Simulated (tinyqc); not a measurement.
Leaving out one process at a time: Debye-Callaway model of lattice thermal conductivity. Computed by tinyqc, a small Python program. Command: `OMP_NUM_THREADS=1 python tinyqc.py 3025807 3025808 out.jsonl callaway walk`. One thread of a shared host (Intel(R) Xeon(R) Processor @ 2.30GHz), about 0.01 s of CPU time with the checks.

Three acoustic branches with one velocity v, cut at omega_D = k_B Theta/hbar; x = hbar omega/(k_B T). v and Theta are separate inputs: Theta cuts off the heat-carrying modes, so C need not reach 3 k_B/V. gamma is an effective value that sets the umklapp rate.

Inputs (values chosen for the exercise, modelled on gallium nitride):
```
quantity                                value        unit
sound velocity v                         5100         m/s
Debye temperature Theta                   652           K
volume per atom V                        11.4  angstrom^3
mean atomic mass M                       41.9           u
effective Grueneisen parameter gamma     1.71           -
umklapp exponent divisor b                  3           -
mass variance Gamma                   0.00024           -
Casimir length L                           85  micrometre
normal-process factor f_N                 2.2           -
temperature T                             600           K
```

Sample: crystal. Point defects: isotopes. Normal processes: included.

Constants: k_B = 1.380649e-23 J/K; hbar = 1.054571817e-34 J s; u = 1.6605390666e-27 kg.

Method:
- Gamma is given directly by the isotope mixture. A = V Gamma/(4 pi v^3).
- Rates: point defects A omega^4; umklapp B omega^2 T exp(-Theta/(b T)) with B = hbar gamma^2/(M v^2 Theta); normal processes f_N B omega^2 T (T/Theta)^2. Boundaries: v/L.
- kappa_1 = c int tau_C g dx, g = x^4 e^x/(e^x - 1)^2, c = (k_B/(2 pi^2 v)) (k_B T/hbar)^3, over 0 < x < min(Theta/T, 40), by 96 Gauss-Legendre points in s with x = x_max s^2; 1/tau_C = 1/tau_R + 1/tau_N; kappa_2 = c [int (tau_C/tau_N) g dx]^2 / int (tau_C/(tau_N tau_R)) g dx; kappa = kappa_1 + kappa_2.

Rayleigh coefficient A = 1.64133e-45 s^3

Conductivity at T:
```
case                   kappa (W/(m K))  ratio to all
all processes                   65.628             1
without point defects           69.412        1.0577
without boundaries              65.843        1.0033
without umklapp                 755.55        11.513
```

Removing umklapp raises kappa most, by a factor 11.5; removing boundaries gives only 1.00.
